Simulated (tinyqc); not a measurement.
Empirical pseudopotential in a few plane waves, step by step. One step of it, computed by the program tinyqc.

Problem. Bloch Hamiltonian at k. Basis: the 15 shortest G (labels in 2 pi/a), the same at every k. H(G,G') = c |k + G|^2 delta + VS(|G-G'|^2) cos((G-G').tau) + i VA sin((G-G').tau), tau = a/8 (1,1,1); 1 Ry = 13.605693 eV.

Parameters chosen for this model: fcc lattice, atoms at +/- a/8 (1,1,1); form factors in rydberg at |G|^2 in units of (2 pi/a)^2:
```
parameter                 value      unit
a                      6.120000  angstrom
VS(3)                 -0.219000        Ry
VS(8)                  0.007000        Ry
VS(11)                 0.058000        Ry
VA(3)                  0.112000        Ry
VA(4)                  0.084000        Ry
VA(11)                 0.032000        Ry
hbar^2/2m (2 pi/a)^2   4.015872        eV
```

k point k (2 pi / a): -0.150000  -0.220000  -0.220000

Give: H(k) at k.

Solution.

H(k) at k (eV):
```
                 +0+0+0           -1-1-1           -1-1+1           -1+1-1
+0+0+0           0.4791   2.1069+1.0775i  -2.1069+1.0775i  -2.1069+1.0775i
-1-1-1   2.1069-1.0775i          17.2654   0.0000-1.1429i   0.0000-1.1429i
-1-1+1  -2.1069-1.0775i   0.0000+1.1429i          13.7315           0.0952
-1+1-1  -2.1069-1.0775i   0.0000+1.1429i           0.0952          13.7315
-1+1+1  -2.1069+1.0775i          -0.0952   0.0000+1.1429i   0.0000+1.1429i
+1-1-1  -2.1069-1.0775i   0.0000+1.1429i           0.0952           0.0952
+1-1+1  -2.1069+1.0775i          -0.0952   0.0000+1.1429i           0.0000
+1+1-1  -2.1069+1.0775i          -0.0952           0.0000   0.0000+1.1429i
+1+1+1   2.1069+1.0775i           0.0000          -0.0952          -0.0952
-2+0+0   0.0000-1.1429i  -2.1069+1.0775i  -2.1069-1.0775i  -2.1069-1.0775i
+0-2+0   0.0000-1.1429i  -2.1069+1.0775i  -2.1069-1.0775i   0.5580-0.3079i
+0+0-2   0.0000-1.1429i  -2.1069+1.0775i   0.5580-0.3079i  -2.1069-1.0775i
+0+0+2   0.0000+1.1429i  -0.5580-0.3079i   2.1069+1.0775i  -0.5580+0.3079i
+0+2+0   0.0000+1.1429i  -0.5580-0.3079i  -0.5580+0.3079i   2.1069+1.0775i
+2+0+0   0.0000+1.1429i  -0.5580-0.3079i  -0.5580+0.3079i  -0.5580+0.3079i

                 -1+1+1           +1-1-1           +1-1+1           +1+1-1
+0+0+0  -2.1069-1.0775i  -2.1069+1.0775i  -2.1069-1.0775i  -2.1069-1.0775i
-1-1-1          -0.0952   0.0000-1.1429i          -0.0952          -0.0952
-1-1+1   0.0000-1.1429i           0.0952   0.0000-1.1429i           0.0000
-1+1-1   0.0000-1.1429i           0.0952           0.0000   0.0000-1.1429i
-1+1+1          10.1975           0.0000           0.0952           0.0952
+1-1-1           0.0000          14.8559   0.0000-1.1429i   0.0000-1.1429i
+1-1+1           0.0952   0.0000+1.1429i          11.3219           0.0952
+1+1-1           0.0952   0.0000+1.1429i           0.0952          11.3219
+1+1+1   0.0000+1.1429i          -0.0952   0.0000+1.1429i   0.0000+1.1429i
-2+0+0   2.1069-1.0775i   0.5580-0.3079i  -0.5580-0.3079i  -0.5580-0.3079i
+0-2+0  -0.5580-0.3079i  -2.1069-1.0775i   2.1069-1.0775i  -0.5580-0.3079i
+0+0-2  -0.5580-0.3079i  -2.1069-1.0775i  -0.5580-0.3079i   2.1069-1.0775i
+0+0+2  -2.1069+1.0775i  -0.5580+0.3079i  -2.1069+1.0775i   0.5580+0.3079i
+0+2+0  -2.1069+1.0775i  -0.5580+0.3079i   0.5580+0.3079i  -2.1069+1.0775i
+2+0+0   0.5580+0.3079i   2.1069+1.0775i  -2.1069+1.0775i  -2.1069+1.0775i

                 +1+1+1           -2+0+0           +0-2+0           +0+0-2
+0+0+0   2.1069-1.0775i   0.0000+1.1429i   0.0000+1.1429i   0.0000+1.1429i
-1-1-1           0.0000  -2.1069-1.0775i  -2.1069-1.0775i  -2.1069-1.0775i
-1-1+1          -0.0952  -2.1069+1.0775i  -2.1069+1.0775i   0.5580+0.3079i
-1+1-1          -0.0952  -2.1069+1.0775i   0.5580+0.3079i  -2.1069+1.0775i
-1+1+1   0.0000-1.1429i   2.1069+1.0775i  -0.5580+0.3079i  -0.5580+0.3079i
+1-1-1          -0.0952   0.5580+0.3079i  -2.1069+1.0775i  -2.1069+1.0775i
+1-1+1   0.0000-1.1429i  -0.5580+0.3079i   2.1069+1.0775i  -0.5580+0.3079i
+1+1-1   0.0000-1.1429i  -0.5580+0.3079i  -0.5580+0.3079i   2.1069+1.0775i
+1+1+1           7.7880  -0.5580-0.3079i  -0.5580-0.3079i  -0.5580-0.3079i
-2+0+0  -0.5580+0.3079i          18.9521           0.0952           0.0952
+0-2+0  -0.5580+0.3079i           0.0952          20.0765           0.0952
+0+0-2  -0.5580+0.3079i           0.0952           0.0952          20.0765
+0+0+2  -2.1069-1.0775i          -0.0952          -0.0952           0.0000
+0+2+0  -2.1069-1.0775i          -0.0952           0.0000          -0.0952
+2+0+0  -2.1069-1.0775i           0.0000          -0.0952          -0.0952

                 +0+0+2           +0+2+0           +2+0+0
+0+0+0   0.0000-1.1429i   0.0000-1.1429i   0.0000-1.1429i
-1-1-1  -0.5580+0.3079i  -0.5580+0.3079i  -0.5580+0.3079i
-1-1+1   2.1069-1.0775i  -0.5580-0.3079i  -0.5580-0.3079i
-1+1-1  -0.5580-0.3079i   2.1069-1.0775i  -0.5580-0.3079i
-1+1+1  -2.1069-1.0775i  -2.1069-1.0775i   0.5580-0.3079i
+1-1-1  -0.5580-0.3079i  -0.5580-0.3079i   2.1069-1.0775i
+1-1+1  -2.1069-1.0775i   0.5580-0.3079i  -2.1069-1.0775i
+1+1-1   0.5580-0.3079i  -2.1069-1.0775i  -2.1069-1.0775i
+1+1+1  -2.1069+1.0775i  -2.1069+1.0775i  -2.1069+1.0775i
-2+0+0          -0.0952          -0.0952           0.0000
+0-2+0          -0.0952           0.0000          -0.0952
+0+0-2           0.0000          -0.0952          -0.0952
+0+0+2          13.0086           0.0952           0.0952
+0+2+0           0.0952          13.0086           0.0952
+2+0+0           0.0952           0.0952          14.1331
```
